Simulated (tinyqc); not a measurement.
Kinetics of strain relaxation and threading dislocations in mismatched semiconductor layers: one step, computed by the program tinyqc.

60-degree dislocations on {111} planes of a (001) layer, isotropic elasticity. The Schmid factor is 1/sqrt(6), and a misfit segment relieves strain with b/2.

Question. Relaxation in the anneal. Excess resolved stress tau = (1/sqrt 6) [2 G (1 + nu)/(1 - nu)] (e - e_eq), e_eq = b (1 - nu/4) [ln(h/b) + 1]/(4 pi (1 + nu) h), the Matthews-Blakeslee strain of an uncapped layer; glide velocity v = v0 tau exp(-Q/(k_B T)), tau in MPa. Threads run in two directions, so de/dt = -(b/4) rho v, with rho fixed. With x = e - e_eq, x0 = f - e_eq (fully strained at t = 0) and v = m S x (m the mobility, S x = tau): x = x0 exp(-t/t_r), t_r = 4/(b rho_0 m S). The half time is that at which x = x0/2.

Inputs (values chosen for the exercise, modelled on Si(0.8)Ge(0.2) on Si):
```
quantity,value,unit
misfit f,0.00845,-
shear modulus G,62,GPa
Poisson ratio nu,0.27,-
Burgers vector b,3.88,angstrom
anneal temperature T,978,K
anneal time t,43,s
initial thread density rho_0,750000,1/cm^2
multiplication constant delta,2800,1/m
```

Sources: fixed density of threads.

mobility v/tau = 1.701882e-07 m/s per MPa

equilibrium strain e_eq = 0.001812573

Give: strain left e; share of the excess strain relieved; thread density; half time.

Answer.

strain left e = 0.005966

share of the excess strain relieved = 37.43 %

thread density = 750000 1/cm^2

half time = 63.57 s

Relaxation is under way. The misfit lines laid down are 0.078 micrometre apart. Caution: blocking of threads by crossing misfit lines, left out here, leaves real layers with more strain.
